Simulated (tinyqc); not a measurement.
Inside a calculation. Model: surface potential of a MOS transistor: implicit equation and explicit approximations.

Computed by the program tinyqc: `OMP_NUM_THREADS=1 python tinyqc.py 2122004 2122005 out.jsonl`, one thread of a shared Intel Xeon 2.30GHz, about 0.01 s for the whole run. Printed values are rounded.

p-type body, charge-sheet picture, depletion and inversion only, full ionisation (an idealisation for deep acceptors), Boltzmann statistics (rough once Na exp(x - xn) passes about Nc/7). In units of Vt: xg = (Vg - Vfb)/Vt, x = psi/Vt, G = gamma/sqrt(Vt), xn = (2 phiF + Vc)/Vt. The implicit equation is (xg - x)^2 = G^2 [x - 1 + exp(x - xn)] for x above about 3. Cox = eps0 eox/tox.

Inputs (values chosen for the exercise); band and dielectric values close to those of silicon: temperature T = 350 K; band gap Eg = 1.11 eV; relative permittivity eps_r = 11.9; conduction-band density of states at T Nc = 3.5e19 cm^-3; valence-band density of states at T Nv = 3.33e19 cm^-3; relative permittivity of the gate insulator (close to aluminium oxide) eox = 9.24; insulator thickness tox = 3.6 nm; acceptor density Na = 5.1e17 cm^-3; flat-band voltage Vfb = -0.32 V; channel-body voltage Vc = 1 V; gate-body voltage Vg = 2.64 V.

Constants: q = 1.602176634e-19 C, kB = 1.380649e-23 J/K, Vt = kB T/q, eps0 = 8.8541878128e-14 F/cm where lengths are in cm. Results are converted to the units shown.

Range of the model: The electron quasi-Fermi level lies less than 2 Vt below the band edge at the surface, or above it, where degeneracy and confinement, left out, matter.

## Scales

ni = sqrt(Nc Nv) exp(-Eg/(2 Vt)), Eg in volts; phiF = Vt ln(Na/ni); gamma = sqrt(2 q eps0 eps_r Na)/Cox; VT = Vfb + Vt (xn + G sqrt(xn - 1)).

phiF = 0.428211 V
gamma = 0.182593 V^0.5
G = 1.05139
xn = 61.5511
VT = 1.78318 V
xg = 98.1411

## Explicit approximation

Depletion value a = 1 + [sqrt(G^2/4 + xg - 1) - G/2]^2; inversion value b = xn + ln[(xg - xn)^2/G^2 - xn + 1] and first guess y = min(a, b) - ln(1 + exp(-|a - b|)) if a > xn + 1, else b = y = a; one second-order correction with D = exp(y - xn), p = 2 (xg - y) + G^2 (1 + D), w = (xg - y)^2 - G^2 (y - 1 + D): z = y + 2 w/(p + sqrt(p^2 - 2 (2 - G^2 D) w)), or the Newton step z = y + w/p where the root is not real.

a = 88.3165
b = 68.5991
y = 68.5991
p = 1332.08
w = -473.891
z = 68.1451

The root of the implicit equation is x = 68.1654; y misses it by 0.43 and z by -0.020, in units of Vt.

## Starting value

x = y rounded to two decimals.

x at the start = 68.6

## Iteration 1: new x

D = exp(x - xn), f = (xg - x)^2 - G^2 (x - 1 + D), f' = -2 (xg - x) - G^2 (1 + D), x(new) = x - f/f'.

D = 1151.62
f = -475.085
f' = -1333.22
x after iteration 1 = 68.2437

## Iteration 2: new x

As before.

D = 806.404
f = -71.8956
f' = -952.318
x after iteration 2 = 68.1682

## Iteration 3: new x

As before.

D = 747.765
f = -2.47190
f' = -887.649
x after iteration 3 = 68.1654

## Course of the iteration

Stop when the step is below 1e-11, or after 60 iterations.

Course of the iteration:

| iteration | x before the step | step |
|---|---|---|
| 1 | 68.6 | -0.356 |
| 2 | 68.2437 | -0.0755 |
| 3 | 68.1682 | -2.78e-3 |
| 4 | 68.1654 | -3.61e-6 |
| 5 | 68.1654 | -6.04e-12 |

Converged in 5 iterations.

## Potential, charges and gate control

converged x = 68.1654

psi = Vt x; N_dep = Cox Vt G sqrt(x - 1)/q; N_inv = (Cox Vt G/q) [sqrt(x - 1 + exp(x - xn)) - sqrt(x - 1)]; dpsi/dVg = 1/[1 + G^2 (1 + exp(x - xn))/(2 (xg - x))].

psi = 2.05591 V
N_dep = 3.68626e12 cm^-2
N_inv = 9.1376e12 cm^-2
dpsi/dVg = 0.0677147

psi lies 6.6 Vt above 2 phiF + Vc.
